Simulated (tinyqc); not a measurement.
Photoconductance decay in a wafer: bulk and surface recombination modes, and iron detection by pair splitting: one step, computed by the program tinyqc.

Both faces of the wafer have the same S; injection is low and all coefficients are constant. x runs from -W/2 to W/2.

Task: Effective lifetime. Even modes cos(a x) obey b tan b = S W/(2 D) with b = a W/2, odd modes sin(a x) obey -b cot b = S W/(2 D); each decays at the rate 1/tau_b + D a^2. tau_eff is the decay time of the first mode. The surface time is 1/(D a^2) of that mode; shortcuts for it are W/(2 S), W^2/(pi^2 D) and their sum, whose error is sum/surface time - 1.

Inputs (values chosen for the exercise, modelled on p-type silicon):
```
quantity                          value         unit
thickness W                         525   micrometre
diffusivity D                      20.3       cm^2/s
bulk lifetime tau_b without iron    110  microsecond
surface recombination velocity S    170         cm/s
```

Give: tau_eff; surface time; W/(2 S); W^2/(pi^2 D); error of the sum; tau_eff/tau_b.

Result:

tau_eff = 66.14 microsecond

surface time = 165.9 microsecond

W/(2 S) = 154.4 microsecond

W^2/(pi^2 D) = 13.76 microsecond

error of the sum = 1.377 %

tau_eff/tau_b = 0.6013

The surfaces are slow against diffusion, so W/(2 S) is the larger part. tau_eff is only 0.60 of tau_b, so it understates the bulk lifetime.
